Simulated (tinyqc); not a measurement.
Inside a calculation: spherical quantum dot. Values are carried at full precision from step to step, so a last printed digit may differ when a step is redone from the rounded ones.

With hard walls E = c (x/R)^2/mw, x a zero of j_l: 1s 3.141593; 2s 6.283185; 1p 4.493409; 2p 7.725252; 1d 5.763459; 2d 9.095011; 1f 6.987932; 2f 10.417119.

Constants: hbar^2/2m0 = 3.80998211 eV angstrom^2; e^2/(4 pi eps0) = 14.39964547 eV angstrom; Ry = 13.60569312 eV; a0 (Bohr radius) = 0.5291772105 angstrom; hc = 1239.841984 eV nm.

Parameters, chosen for this exercise (near those of a Si dot in SiO2, with the mean mass 3/(2/mt + 1/ml) for all six valleys; shifted at random, so the results belong to these values and not to a real crystal): R = 14 angstrom (radius); mw = 0.266 m0 (mass inside); V0 = 3.091 eV (barrier height); mb = 0.474 m0 (mass outside); E = 0.4982 eV (trial energy); Eg = 1.13 eV (bulk gap); mh = 0.54 m0 (hole mass); eps = 11.4 (dielectric constant inside); eps_o = 2.6 (dielectric constant of the oxide).

## Hard-wall levels

The six lowest of these, with their orbital degeneracy; c = hbar^2/2m0.

Hard walls:

| state | degeneracy | x | E (eV) |
|---|---|---|---|
| 1s | 1 | 3.1416 | 0.7212 |
| 1p | 3 | 4.4934 | 1.4755 |
| 1d | 5 | 5.7635 | 2.4275 |
| 2s | 1 | 6.2832 | 2.8850 |
| 1f | 7 | 6.9879 | 3.5685 |
| 2p | 3 | 7.7253 | 4.3612 |

Shells close, with spin and per valley, at 2, 8, 18, 20 electrons; levels above about 0.3 eV are beyond a parabolic mass, and anisotropic valleys split the shells. The real barrier, V0 = 3.091 eV, lies below 2 values at the end of the list.

## The matching condition at a trial energy

A sphere of radius R, isotropic masses, c = hbar^2/2m0, k = sqrt(mw E/c), kappa = sqrt(mb (V0 - E)/c). State n l is the spherical Bessel function j_l(k r) inside and k_l(kappa r) outside; psi and psi'/m are continuous: (k/mw) j_l'(kR)/j_l(kR) = (kappa/mb) k_l'(kappa R)/k_l(kappa R). For l = 0 this reads kR cot(kR) = 1 - (mw/mb)(1 + kappa R).

Both sides for the lowest state, in the form for l = 0.

k R = 2.6110
kappa R = 7.9513
left side = -4.4504
right side = -4.0233

The left side falls with E and the right side rises; here the left is the smaller, so the level lies below the trial energy.

## Bound levels

All roots below V0 for angular numbers 0 to 3, two each at most; the last column is the ratio to the hard-wall level.

Finite barrier:

| state | degeneracy | E (eV) | k R | E/E(hard) |
|---|---|---|---|---|
| 1s | 1 | 0.4841 | 2.5738 | 0.671 |
| 1p | 3 | 0.9912 | 3.6828 | 0.672 |
| 1d | 5 | 1.6228 | 4.7123 | 0.669 |
| 2s | 1 | 1.9505 | 5.1663 | 0.676 |
| 1f | 7 | 2.3561 | 5.6782 | 0.660 |
| 2p | 3 | 2.8842 | 6.2823 | 0.661 |

6 levels of these are bound; the lowest reaches 67 % of its hard-wall value.

## Lowest optical transition

Brus estimate with the correlation term of Kayanuma, both carriers between hard walls (the gap is indirect in the bulk, which the estimate ignores): E = Eg + c (pi/R)^2 (1/mw + 1/mh) - 1.786 q/(eps R) - 0.248 Ry*, with q = e^2/(4 pi eps0), Ry* = Ry mu/eps^2, 1/mu = 1/mw + 1/mh, a* = a0 eps/mu, c = hbar^2/2m0. It assumes R below about a*.

Give the terms and the wavelength hc/E.

mu = 0.1782 m0
a* = 33.9 angstrom

confinement, Coulomb and correlation terms (eV): 1.0765  -0.1611  -0.0046

E = 2.0408 eV
wavelength = 607.5 nm

R/a* = 0.41: strong confinement, as the formula assumes. For the electron, hard walls give 237 meV more than the finite barrier.

## Charging energy

Two electrons in the hard-wall 1s state repel by U = 1.786 q/(eps R) + q (1/eps_o - 1/eps)/R, the second term from the polarisation of the surface; q = e^2/(4 pi eps0). The addition energies are U for the second electron and U + E(1p) - E(1s) for the third, with U taken as constant and hard-wall levels.

direct term = 161.1 meV
polarisation term = 305.4 meV

addition energies (meV): 466.5  1220.8

## Checks

- Lowest level by radial finite differences against the matching condition, eV: both 0.4841.

Run: tinyqc, `OMP_NUM_THREADS=1 python tinyqc.py 1280038 1280039 out.jsonl`; Intel(R) Xeon(R) Processor @ 2.30GHz, one thread, shared host; about 0.05 s of CPU time with all checks.
